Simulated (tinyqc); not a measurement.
Charge pumping in an n-channel transistor: two steps of the calculation.

The gate is pulsed from accumulation to inversion and back. Energies E are counted from the intrinsic level; Dit(E) = D0 [1 + b (2 E/Eg)^2]. During each edge the traps near the bands emit their carriers, and those between Eh and Ee recombine once a cycle.

Inputs (values chosen for the exercise); band and dielectric values close to those of germanium:
- T = 300 K (temperature)
- Eg = 0.657 eV (band gap)
- Nc = 1.02e19 cm^-3 (conduction-band density of states at 300 K)
- Nv = 5.99e18 cm^-3 (valence-band density of states at 300 K)
- A = 60 um^2 (gate area)
- D0 = 7.8e11 cm^-2 eV^-1 (trap density at midgap)
- b = 0 (rise of the trap density towards the band edges)
- sn = 1e-15 cm^2 (cross-section for electrons)
- sp = 3.8e-15 cm^2 (cross-section for holes)
- vth = 1.9e7 cm/s (thermal velocity at 300 K, one nominal value for electrons and holes)
- dV = 0.95 V (Vth - Vfb)
- Va = 2.8 V (pulse height)
- f = 1.7e6 Hz (frequency)
- tr = 11 ns (rise time)
- tf = 51 ns (fall time)

Constants: q = 1.602176634e-19 C, kB = 1.380649e-23 J/K, Vt = kB T/q. Results are converted to the units shown.

Task 1. Emission levels. ni = sqrt(Nc Nv) exp(-Eg/(2 Vt)), Eg in volts; emission times te = (dV/Va) tf and th = (dV/Va) tr; Ee = -Vt ln(vth sn ni te), Eh = +Vt ln(vth sp ni th).

Give: ni; te; th; Ee; Eh.

Result 1.

ni = 2.3684e13 cm^-3
te = 17.304 ns
th = 3.7321 ns
Ee = 0.12552 eV
Eh = -0.13066 eV

The window covers 39.0 % of the gap.

Task 2. Pumped charge and current. Nit = integral of Dit from Eh to Ee = D0 [Ee - Eh + 4 b (Ee^3 - Eh^3)/(3 Eg^2)], Qcp = q A Nit, Icp = f Qcp.

Ee = 0.12552066 eV
Eh = -0.13066338 eV

Find: Nit; mean Dit; traps pumped a cycle; Icp.

Result 2.

Nit = 1.998e11 cm^-2
mean Dit = 7.800e11 cm^-2 eV^-1
traps pumped a cycle = 1.199e5
Icp = 3.266e4 pA

Range of the model: The Fermi levels of inversion and accumulation are taken to lie beyond Ee and Eh, the flat tops to fill all traps, and no geometric current is added.

Program tinyqc, `OMP_NUM_THREADS=1 python tinyqc.py 2030070 2030071 out.jsonl`; Intel Xeon 2.30GHz, shared host, one thread, about 0.01 s.
